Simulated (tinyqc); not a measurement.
Metal gate on a two-layer dielectric stack with fixed charge and a dipole: one step of the calculation.

Gate, layer 2, layer 1, p-type semiconductor; x runs from the gate inwards. Charges are counted in units of +q. psi is the band bending at the surface, positive towards inversion. Classical charge, Boltzmann statistics, no interface traps.

Task. Charge in the semiconductor. ni = sqrt(Nc Nv) exp(-Eg/(2 Vt)), Eg in volts. Qs = -sign(psi) sqrt(2 q eps0 eps_r Na Vt [exp(-u) + u - 1 + (ni/Na)^2 (exp(u) - u - 1)]), u = psi/Vt.

Parameters, values chosen for the exercise; band and dielectric values close to those of silicon, layer 1 close to silicon dioxide, layer 2 close to hafnium oxide:

| symbol | value | unit | meaning |
|---|---|---|---|
| T | 300 | K | temperature |
| Eg | 1.11 | eV | band gap |
| eps_r | 11.8 |  | relative permittivity |
| Nc | 2.81e19 | cm^-3 | conduction-band density of states at T |
| Nv | 2.6e19 | cm^-3 | valence-band density of states at T |
| Na | 4.6e17 | cm^-3 | acceptor density |
| ps | 1.025 | V | band bending psi of the working point |

Constants: q = 1.602176634e-19 C, kB = 1.380649e-23 J/K, Vt = kB T/q, eps0 = 8.8541878128e-14 F/cm where lengths are in cm. Results are converted to the units shown.

Wanted: Qs.

Result.

Qs = -0.8167 uC/cm^2

The surface is in strong inversion: psi exceeds 2 Vt ln(Na/ni) = 0.899 V.

Program tinyqc, `OMP_NUM_THREADS=1 python tinyqc.py 2010156 2010157 out.jsonl`; Intel Xeon 2.30GHz, shared host, one thread, about 0.01 s.
